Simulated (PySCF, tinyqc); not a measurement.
RHF in the 3-21g basis, for H3-, spin multiplicity 1, step by step. The basis has no diffuse functions, so it cannot describe the extra electron: this is an exercise in the method, not the real anion. The lowest restricted solution is unstable here: a spin-polarised one lies 0.0053 hartree lower (PySCF). One step of it, computed by the program tinyqc.

Task: Iteration 3: diagonalisation and new density. Diagonalise F' = X^T F X, C = X C', fill 2 alpha and 2 beta electrons from the bottom; D = 2 C_occ C_occ^T. Each column has its largest component positive (the first on a tie).

Fock matrix F (hartree):
```
           1H 1s      1H 2s      2H 1s      2H 2s      3H 1s      3H 2s
1H 1s   0.562730  -0.204715  -0.255362  -0.252114  -0.200393  -0.221358
1H 2s  -0.204715  -0.061100  -0.227915  -0.163973  -0.190374  -0.145744
2H 1s  -0.255362  -0.227915   0.590257  -0.196127  -0.016209  -0.093592
2H 2s  -0.252114  -0.163973  -0.196127  -0.019204  -0.087033  -0.087918
3H 1s  -0.200393  -0.190374  -0.016209  -0.087033   0.639298  -0.170278
3H 2s  -0.221358  -0.145744  -0.093592  -0.087918  -0.170278   0.009645
```

X:
```
           1H 1s      1H 2s      2H 1s      2H 2s      3H 1s      3H 2s
1H 1s   1.250277  -0.519100   0.019096   0.020879   0.030861   0.024042
1H 2s  -0.519100   1.730313  -0.005574  -0.482838  -0.003548  -0.413684
2H 1s   0.019096  -0.005574   1.243794  -0.487666   0.017441   0.037054
2H 2s   0.020879  -0.482838  -0.487666   1.531078   0.032713  -0.115158
3H 1s   0.030861  -0.003548   0.017441   0.032713   1.243779  -0.486649
3H 2s   0.024042  -0.413684   0.037054  -0.115158  -0.486649   1.473074
```

Give: F' = X^T F X; orbital energies; coefficients C; D after iteration 3.

Result:

F' = X^T F X (hartree):
```
        1       2       3       4       5       6
1   1.093  -0.623  -0.122  -0.118  -0.056  -0.103
2  -0.623   0.562  -0.127  -0.168  -0.115  -0.150
3  -0.122  -0.127   1.137  -0.663   0.070   0.014
4  -0.118  -0.168  -0.663   0.508   0.011  -0.040
5  -0.056  -0.115   0.070   0.011   1.186  -0.677
6  -0.103  -0.150   0.014  -0.040  -0.677   0.505
```

orbital energies (hartree): MO1 -0.227, MO2 0.084, MO3 0.463, MO4 1.491, MO5 1.560, MO6 1.619

coefficients C:
```
         MO1     MO2     MO3     MO4     MO5     MO6
1H 1s  0.213  -0.007   0.149  -1.184   0.603   0.053
1H 2s  0.371   0.008   1.247   1.193  -0.715   0.201
2H 1s  0.166  -0.170  -0.084  -0.531  -1.062   0.561
2H 2s  0.287  -0.686  -0.845   0.271   1.158  -0.384
3H 1s  0.127   0.190  -0.070   0.257   0.488   1.194
3H 2s  0.216   0.784  -0.670  -0.540  -0.438  -1.000
```

D after iteration 3:
```
       1H 1s  1H 2s   2H 1s   2H 2s   3H 1s   3H 2s
1H 1s  0.091  0.158   0.073   0.132   0.051   0.081
1H 2s  0.158  0.276   0.120   0.201   0.097   0.174
2H 1s  0.073  0.120   0.113   0.328  -0.022  -0.194
2H 2s  0.132  0.201   0.328   1.107  -0.188  -0.951
3H 1s  0.051  0.097  -0.022  -0.188   0.104   0.353
3H 2s  0.081  0.174  -0.194  -0.951   0.353   1.321
```
